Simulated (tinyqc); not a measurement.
Which mechanism rules? Model: leakage currents through a thin dielectric. Computed by tinyqc, a small Python program. Command: `OMP_NUM_THREADS=1 python tinyqc.py 3030803 3030804 out.jsonl leak walk`. One thread of a shared host (Intel(R) Xeon(R) Processor @ 2.30GHz), about 0.01 s of CPU time with the checks.

Electrons leave an electrode with Fermi energy E_F above its band bottom; barriers are counted from the Fermi level, and both electrodes are alike.

Inputs (values chosen for the exercise, modelled on Si3N4):

| quantity | value | unit |
|---|---|---|
| barrier height phi_B | 2.22 | eV |
| tunnelling mass m | 0.41 | m_0 |
| optical permittivity k_o | 3.88 | - |
| trap depth phi_t | 1.1 | eV |
| Poole-Frenkel prefactor sigma_0 | 0.0012 | S/cm |
| thickness t | 8.5 | nm |
| electrode Fermi energy E_F | 3.5 | eV |
| electrode mass m_e | 0.5 | m_0 |
| voltage V | 1.5 | V |
| temperature T | 473 | K |

Stack: single layer.

Constants: e = 1.602176634e-19 C; eps_0 = 8.8541878128e-12 F/m; k_B = 8.617333262e-05 eV/K; m_0 = 9.1093837015e-31 kg; k_B = 1.380649e-23 J/K; h = 6.62607015e-34 J s; hbar = 1.054571817e-34 J s.

Method:
- Field F = V/t; equivalent oxide thickness 3.9 t/k.
- WKB: a layer of mass m, field F and barrier b(x) = b_0 - e F x gives the exponent (4 sqrt(2 m)/(3 hbar e F)) [b_0^(3/2) - max(b_0 - e F t, 0)^(3/2)] for b_0 > 0; b_0 = barrier - (E - E_F); the transmission is D(E) = exp(-sum of exponents), without image force.
- Tsu-Esaki: J = (e m_e k_B T/(2 pi^2 hbar^3)) int D(E) ln[(1 + exp((E_F - E)/k_B T))/(1 + exp((E_F - eV - E)/k_B T))] dE over the normal energy E (its change with the mass at an interface is neglected) from max(0, E_F - 3 eV) to E_F + largest barrier, by 100 Gauss-Legendre points in each part, split at E_F - 0.3 eV (if inside the range) and E_F + 8 k_B T.
- Schottky emission J = A T^2 exp(-(phi_B - sqrt(e^3 F/(4 pi k_o eps_0)))/k_B T), A = 4 pi e m k_B^2/h^3 with the tunnelling mass; Poole-Frenkel J = sigma_0 F exp(-(phi_t - sqrt(e^3 F/(pi k_o eps_0)))/k_B T); both use the field F of the dielectric.

Current densities (A/cm^2):

| V (V) | F (MV/cm) | tunnelling | Schottky | Poole-Frenkel |
|---|---|---|---|---|
| 0.30 | 0.3529 | 6.1792e-17 | 4.0535e-16 | 2.2149e-07 |
| 0.52 | 0.6118 | 1.5573e-16 | 9.8596e-16 | 2.2714e-06 |
| 0.75 | 0.8824 | 3.8343e-16 | 2.0725e-15 | 1.4475e-05 |
| 1.00 | 1.1765 | 1.0711e-15 | 4.1188e-15 | 7.6230e-05 |
| 1.30 | 1.5294 | 4.2616e-15 | 8.4501e-15 | 4.1710e-04 |
| 1.50 | 1.7647 | 1.2023e-14 | 1.3036e-14 | 1.1454e-03 |
| 1.80 | 2.1176 | 6.9502e-14 | 2.3736e-14 | 4.5567e-03 |
| 2.20 | 2.5882 | 1.0718e-12 | 4.9052e-14 | 2.3785e-02 |

What follows from these numbers?

The largest current is Poole-Frenkel from 0.300 to 2.20 V. Over the table tunnelling grows by 4.2 decades, Schottky by 2.1 and Poole-Frenkel by 5.0. A plot of ln(J/F) against sqrt(F) for the Poole-Frenkel column has the slope 9.45 per sqrt(MV/cm), from which k_o follows; reading it as Schottky emission would give about k_o/4.

Extremes, crossings and ranges named in words are read from the listed rows.
